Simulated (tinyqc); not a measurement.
Ferroelectric switching, Landau-Khalatnikov equation: two steps of the calculation.

One domain: rho dP/dt = E - (2 al P + 4 be P^3), with al = -3 sqrt(3) Ec/(4 Pr), be = 3 sqrt(3) Ec/(8 Pr^3), so that the static loop has remanence Pr and coercive field Ec. With P in uC/cm^2, E in kV/cm, rho in ohm m and t in ns, dP/dt = [E - 2 al P - 4 be P^3]/(100 rho).

Inputs (values chosen for the exercise); remanent polarisation and coercive field close to those of a vinylidene fluoride copolymer films:
```
symbol,value,unit,meaning
Pr,9.5,uC/cm^2,remanent polarisation
Ec,510,kV/cm,static coercive field
rho,20,ohm m,viscosity of the polarisation
Em,1000,kV/cm,field amplitude
dt,11,ns,time step
```

Question 1. Landau coefficients and time scales. al = -3 sqrt(3) Ec/(4 Pr), be = 3 sqrt(3) Ec/(8 Pr^3). Relaxation time at remanence tau = 100 rho/(-4 al); final state: the largest root Pf of 2 al P + 4 be P^3 = Em; relaxation time there 100 rho/(2 al + 12 be Pf^2).

Wanted: al; be; tau; Pf; relaxation time at Pf.

Answer 1.

al = -69.74 kV cm/uC
be = 0.3864 kV cm^5/uC^3
tau = 7.170 ns
Pf = 12.01 uC/cm^2
relaxation time at Pf = 3.782 ns

Question 2. One time step. The constant field E = Em acts from t = 0. Implicit Euler: P(new) solves P(new) = P + dt dP/dt(P(new)), a cubic with one real root; the rate listed is (P(new) - P)/dt.

P after step 1 = -6.6143224 uC/cm^2
al = -69.737835 kV cm/uC
be = 0.38635920 kV cm^5/uC^3

Give: dP/dt; P after step 2.

Answer 2.

dP/dt = 0.29421 uC/(cm^2 ns)
P after step 2 = -3.3780 uC/cm^2

Computed by the program tinyqc: `OMP_NUM_THREADS=1 python tinyqc.py 2860104 2860105 out.jsonl`, one thread of a shared Intel Xeon 2.30GHz, about 0.1 s for the whole run.
